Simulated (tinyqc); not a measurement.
What moves the results: phonon-assisted absorption at an indirect gap. A value that a table varies takes the place of the one given here.

alpha(E) = sum_j A_j [N_j (E - Eg + w_j)^2 + (N_j + 1)(E - Eg - w_j)^2], each bracket counted only where its base is positive; N_j = 1/(exp(w_j/kB T) - 1). The first term absorbs a phonon and the second emits one; excitons and direct transitions are left out.

Photodiode (Gaertner form with a dead layer): QE = (1 - R) exp(-alpha xj) [1 - exp(-alpha W)/(1 + alpha L)], R = ((nr - 1)/(nr + 1))^2; responsivity = QE/E in A/W for E in eV.

Constants: kB = 8.617333262e-05 eV/K.

Parameters, chosen for this exercise (loosely those of Si at room temperature; Eg is not tied to T; shifted at random, so the results belong to these values and not to a real crystal): Eg = 1.103 eV (indirect gap, held fixed unless listed); w = (57.8, 18) meV (two zone-edge phonons); A = (2400, 180) 1/(cm eV^2) (their strengths); T = 400 K; nr = 3.55 (refractive index); xj = 0.5 micrometre (dead layer at the surface); W = 0.56 micrometre (depleted width); L = 150 micrometre (minority diffusion length below it); E = 1.433 eV (photon energy).

## The square root of alpha at three temperatures

The gap is held fixed, so only the phonon occupations change.

sqrt(alpha) (1/cm^(1/2)):
```
E - Eg (eV)   300 K   450 K   600 K
-0.04         0.302   0.470   0.608
-0.02         0.641   0.999   1.291
0.00          1.009   1.559   2.009
0.02          1.414   2.160   2.772
0.04          1.877   2.817   3.592
0.07          2.729   3.941   4.957
0.10          4.104   5.513   6.747
0.15          6.823   8.574  10.175
0.20          9.686  11.813  13.799
0.30         15.526  18.450  21.233
0.45         24.364  28.524  32.528
0.60         33.230  38.642  43.878
```

Below the gap only phonon absorption acts: at E - Eg = -0.02 eV sqrt(alpha) is 0.641, 0.999 and 1.291 at 300, 450 and 600 K. A straight line through the last two rows meets the axis at E - Eg = +0.0378, +0.0271 and +0.0201 eV: the intercept is roughly a weighted mean of the thresholds, not the gap, and it moves from the emission side towards Eg as the occupations grow. At the last row alpha grows by a factor 1.74 from the lowest to the highest temperature at fixed gap.

## Spectral response

Response:
```
E (eV)  wavelength (nm)  alpha (1/cm)  1/alpha (micrometre)  dead layer  collected     QE    A/W
1.12               1107          3.41              2.93e+03       1.000      0.049  0.033  0.030
1.16               1069          9.42              1.06e+03       1.000      0.124  0.085  0.073
1.22               1016          36.3                   275       0.998      0.354  0.242  0.199
1.30                954           119                  83.8       0.994      0.644  0.439  0.338
1.40                886           299                  33.5       0.985      0.821  0.555  0.396
1.55                800           726                  13.8       0.964      0.919  0.608  0.392
1.75                708      1.59e+03                  6.29       0.924      0.963  0.610  0.349
2.00                620      3.14e+03                  3.18       0.855      0.983  0.576  0.288
2.30                539      5.70e+03                  1.75       0.752      0.992  0.511  0.222
2.70                459      1.03e+04                 0.972       0.598      0.996  0.408  0.151
```

QE is highest, 0.610, at 1.75 eV of those listed and the responsivity at 1.40 eV; reflection alone caps QE at 0.686. Near the gap weak absorption limits it (collected share 0.049); at the top the dead layer passes 0.598. Far above the gap the quadratic law and a constant index are only rough.

## What moves the response

At the energy E. Each row changes one parameter from the base and keeps the others.

Results:
```
case                 alpha (1/cm)      QE
base                        376.6  0.5740
Eg = 1.083 eV               428.1  0.5831
T = 450 K                   418.5  0.5816
W = 1.12 micrometre         376.6  0.5761
L = 75 micrometre           376.6  0.5008
xj = 1 micrometre           376.6  0.5633
nr = 3.73                   376.6  0.5581
```

The largest shifts from the base row, up to three for each result and ties (the steps differ in size, so this ranks the rows, not the parameters). alpha (1/cm): Eg +51.6, T +42.0; unchanged at the printed digits by W, L, xj and nr. QE: L -0.0732, nr -0.0159, xj -0.0107.

Run: tinyqc, `OMP_NUM_THREADS=1 python tinyqc.py 1682407 1682408 out.jsonl`; Intel(R) Xeon(R) Processor @ 2.30GHz, one thread, shared host; about 0.01 s of CPU time with all checks.
